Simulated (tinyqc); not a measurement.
Spreading the carriers over a thicker layer: defect, radiative and Auger recombination at equal electron and hole densities (ABC model).

J/(e d) = Ae n + B n^2 + C n^3 with Ae = A + 4 S/w (four side walls, carriers spread evenly), e = 1.602176634e-19 C, lengths in cm; internal efficiency IQE = B n^2/(Ae n + B n^2 + C n^3); all injected carriers recombine in the layer.

Values chosen for the exercise (orders of magnitude like those quoted for GaAs; not measured data):
- A = 1700000 1/s (defect rate)
- B = 2e-10 cm^3/s (radiative coefficient)
- C = 3e-30 cm^6/s (Auger coefficient)
- S = 6400 cm/s (recombination velocity of the side walls)
- w = 4.9 micrometre (side of the square mesa)
- d = 65 nm (active thickness)
- J = 4600 A/cm^2 (current density)

d is multiplied by the factor listed, at the same J.

Results:
```
factor  n (1/cm^3)  defect  radiative   Auger
0.10      1.34e+19  0.0164      0.819   0.165
0.20      9.70e+18  0.0237      0.852   0.124
0.50      6.23e+18  0.0381      0.880  0.0823
1.0       4.43e+18  0.0541      0.887  0.0589
2.0       3.12e+18  0.0762      0.882  0.0413
5.0       1.94e+18   0.119      0.856  0.0250
10        1.35e+18   0.164      0.819  0.0165
20        9.19e+17   0.224      0.765  0.0105
```

How do the results move, and what explains it?

The best factor listed is 1 (IQE 0.8871); the optimum factor equals J/J_peak = 1.09, a layer of 70.8 nm, since only J/d matters and the peak value 0.887 does not depend on d. A thicker layer trades Auger loss (0.165 to 0.0105) for defect loss (0.0164 to 0.224).

Run: tinyqc, `OMP_NUM_THREADS=1 python tinyqc.py 1682185 1682186 out.jsonl`; Intel(R) Xeon(R) Processor @ 2.30GHz, one thread, shared host; about 0.01 s of CPU time with all checks.
